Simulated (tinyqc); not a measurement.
Strain: hole subbands of a hard-walled well, four-band Luttinger model.

Hole energies are counted downwards from the unstrained band edge, c = hbar^2/2m0. After the usual block transformation one block is H = [[P + Q - Zs, R - i S], [R + i S, P - Q + Zs]] in (heavy, light), with P +/- Q = c [(g1 +/- g2) k^2 + (g1 -/+ 2 g2) kz^2], R = sqrt(3) c gR k^2, S = 2 sqrt(3) c g3 k kz, kz = -i d/dz; axial approximation gR = (g2 + g3)/2. Zs = b (e_par - e_perp) is the shear part of the strain (the hydrostatic part shifts all levels alike and is left out). Basis sqrt(2/L) sin(n pi z/L), n = 1 to N, for each component: kz^2 gives (n pi/L)^2 and the heavy-light block is R delta_nm - 2 sqrt(3) c g3 k D_nm with D_nm = 4 n m/(L (n^2 - m^2)) for n + m odd, 0 otherwise. The other block has the same levels. The split-off band is left out, a severe simplification for a spin-orbit splitting near 0.11 eV.

Constants: hbar^2/2m0 = 3.80998211 eV angstrom^2.

Inputs chosen for the exercise (near those of InP; the results hold for these values, not for the real material): g1 = 5.09 (Luttinger gamma1); g2 = 1.6 (gamma2); g3 = 2.1 (gamma3); L = 65 angstrom (well width along [001]); Zlist = (-0.0672, -0.0417, -0.0225, -0.0069, 0, 0.0252, 0.0557) eV (shear strain energies (negative: tension in the plane, for b < 0)).

N = 20. dE is the rise of the top subband from k = 0 to k1 = pi/(4L), m1 = c k1^2/dE (dash if dE is not positive), and the heavy weight is taken at k = pi/L.

Top subband:

| Zs (eV) | HH1 (meV) | LH1 (meV) | dE (meV) | heavy weight | m1 (m0) |
|---|---|---|---|---|---|
| -0.0672 | 84.0 | 6.6 | 0.336 | 0.136 | 1.656 |
| -0.0417 | 58.5 | 32.1 | -0.647 | 0.232 | - |
| -0.0225 | 39.3 | 51.3 | 2.456 | 0.359 | 0.226 |
| -0.0069 | 23.7 | 66.9 | 2.880 | 0.506 | 0.193 |
| 0.0000 | 16.8 | 73.8 | 2.938 | 0.581 | 0.189 |
| 0.0252 | -8.4 | 99.0 | 3.076 | 0.813 | 0.181 |
| 0.0557 | -38.9 | 129.5 | 3.181 | 0.923 | 0.175 |

What does the comparison show?

HH1 and LH1 cross at Zs = -2 c g2 (pi/L)^2 = -0.0285 eV; for more negative Zs the light hole is on top. Among the rows with HH1 on top, m1 goes from 0.226 to 0.175 m0 as the splitting widens from 12 to 168 meV, against the unmixed 1/(g1 + g2) = 0.149: compression lightens the holes here. A dash marks a top subband whose hole energy at k1 lies below that at k = 0: an electron-like (negative) mass. m1 describes the neighbourhood of k = 0 only; where HH1 and LH1 lie close, the band may peak further out.

tinyqc: `OMP_NUM_THREADS=1 python tinyqc.py 1281915 1281916 out.jsonl`; about 0.4 s, one thread, shared Intel(R) Xeon(R) Processor @ 2.30GHz.
